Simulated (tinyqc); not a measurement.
Tunnelling through a two-layer gate stack, WKB transmission and Tsu-Esaki current: effect of temperature.

Electrons leave the emitter at x = 0. Energies E (motion across the layers) are in eV from the emitter Fermi level; the collector Fermi level lies at -V and offers states at every E. No charge in the dielectric and no image force: F1 = V/(t1 + t2 eps1/eps2), F2 = F1 eps1/eps2; U = phi1 - F1 x in layer 1 and phi2 - F1 t1 - F2 (x - t1) in layer 2. With C = hbar^2/(2 m0), kappa = sqrt(m (U - E)/C) where U > E and 0 elsewhere; T(E) = exp(-S), S = 2 times the integral of kappa over x.

Each layer adds (2/F) sqrt(m/C) [G(u at its left edge) - G(u at its right edge)] to S, with u = U - E (0 where negative) and G(u) = (2/3) u^1.5. J = J0 times the integral of T(E) N(E) dE, N = ln[(1 + exp(-E/Vt))/(1 + exp((-E - V)/Vt))], J0 = q^2 me m0 kB T/(2 pi^2 hbar^3) (times 1e-4 for A/cm^2 per eV), from E = -Ef to far above the barrier (T = 1 there), by quadrature converged to the digits shown.

Parameters, values chosen for the exercise; layer 1 close to silicon dioxide, layer 2 close to hafnium oxide: Fermi energy of the emitter above its band bottom Ef = 0.08 eV; emitter mass in the supply function me = 1 m0; barrier of layer 1 above the emitter Fermi level at zero bias phi1 = 3.08 eV; tunnelling mass of layer 1 m1 = 0.52 m0; thickness of layer 1 t1 = 0.5 nm; relative permittivity of layer 1 eps1 = 3.84; barrier of layer 2 at zero bias phi2 = 1.44 eV; tunnelling mass of layer 2 m2 = 0.2 m0; thickness of layer 2 t2 = 1.3 nm; relative permittivity of layer 2 eps2 = 23.1; voltage across the dielectric V = 0.7 V.

Constants: q = 1.602176634e-19 C, kB = 1.380649e-23 J/K, hbar = 1.054571817e-34 J s, m0 = 9.1093837015e-31 kg, Vt = kB T/q, hbar^2/(2 m0) = 0.0380998212 eV nm^2. Results are converted to the units shown.

Result of one run:

| T (K) | J (A/cm^2) | mean E of the current (eV) |
|---|---|---|
| 100 | 361.7 | -0.04939 |

What becomes of these results when the temperature T is changed from 100 to 750 K, all else the same?

Result of the changed run:

| T (K) | J (A/cm^2) | mean E of the current (eV) |
|---|---|---|
| 750 | 1300 | 0.03493 |

The whole series:

| T (K) | J (A/cm^2) | mean E of the current (eV) |
|---|---|---|
| 50 | 349.3 | -0.05118 |
| 100 | 361.7 | -0.04939 |
| 200 | 411.4 | -0.04291 |
| 300 | 493.6 | -0.03359 |
| 400 | 607.6 | -0.02216 |
| 500 | 754.8 | -0.008836 |
| 600 | 939.1 | 0.006527 |
| 750 | 1300 | 0.03493 |

Between 50 and 300 K the current changes by a factor of 1.41, and between 300 and 750 K by 2.63; the mean energy of the current rises from -0.0512 to 0.0349 eV. The transmission grows by a factor e over d = 0.230 eV near E = 0, equal to kB T/q at 2670 K: far below that temperature the thermal tail adds little. In every row a layer is thinner than 0.8 nm, a few atomic planes, where an effective mass is a rough description.

tinyqc, about 0.03 s, one thread, Intel Xeon 2.30GHz (shared host): `OMP_NUM_THREADS=1 python tinyqc.py 2540035 2540036 out.jsonl`
